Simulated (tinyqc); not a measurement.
States in the gap of a film: thin (001) film in sp3s* tight binding with raised dangling bonds.

Planes alternate anion (a), cation (c) along [001], a/4 apart, starting with an anion; zero in-plane momentum; levels counted from the bulk Ev, the lower root of [[Epa, Vxx], [Vxx, Epc]]; no spin-orbit coupling. Block of s, pz, s*: from an anion to the cation above, Vss/2 (s,s), Vsapc/2 (s,z), -Vscpa/2 (z,s), Vxx/2 (z,z), Vxapc/2 (s*,z), -Vpaxc/2 (z,s*); to the cation below the same with the s-z and s*-z signs reversed. Block of u = (px + py)/sqrt2 and v = (px - py)/sqrt2: to the cation above (Vxx + Vxy)/2 for u and (Vxx - Vxy)/2 for v, to the cation below the reverse. Each surface atom has two dangling sp3 hybrids; raising both by dl adds (dl/2) [[1, t], [t, 1]] to its s, pz levels (t = -1 at the bottom face, +1 at the top) and dl to the one of u, v in whose plane the missing bonds lie (v for a bottom anion or a top cation, u for a top anion).

Inputs chosen for the exercise (out of a larger set: near a published set for AlAs, fitted to gaps, whose masses and valley positions are rough; not measured data): p = (-7.494, 0.989, -1.167, 3.592, 7.485, 6.743, -6.704, 1.886, 4.34, 5.158, 5.487, 4.554, 5.036) eV (order Esa, Epa, Esc, Epc, Exa, Exc, Vss, Vxx, Vxy, Vsapc, Vscpa, Vxapc, Vpaxc); Nw = 31 (planes in the thicker film).

edges (eV): Gamma 3.08340, Delta 2.26247

Levels between 0 and the lower bulk edge, the largest weight on the two outer planes of both faces among them, and the nearest levels outside, for several shifts dl.

Film of Nw planes:
```
dl (eV)  levels in the gap                     at (eV)  surface weight  next above (eV)  next below (eV)
0                        4  0.040, 0.094, 0.990, 0.990            0.84           2.2745          -0.0318
1                        4  0.336, 0.350, 1.858, 1.858            0.89           2.2745          -0.0309
2                        2                0.750, 0.753            0.68           2.2745          -0.0305
3                        2                1.240, 1.241            0.74           2.2746          -0.0303
5                        2                2.230, 2.231            0.70           2.2756          -0.0300
10                       0                           -               -           2.2745          -0.0298
30                       0                           -               -           2.2745          -0.0296
100                      0                           -               -           2.2745          -0.0295
```

Can the levels of the bare film be read as confined subbands?

No: with bare surfaces (dl = 0) 4 levels lie in the bulk gap, with up to 84 % of the weight on the four outer planes, two a face, where an even spread gives 13 %; these are dangling-bond states, not subbands. The reruns show the bulk gap clear from dl = 10 eV on, and at dl = 30 eV the next level above lies 0.0 meV from its value at 100 eV.

tinyqc: `OMP_NUM_THREADS=1 python tinyqc.py 1480056 1480057 out.jsonl`; about 0.6 s, one thread, shared Intel(R) Xeon(R) Processor @ 2.30GHz.
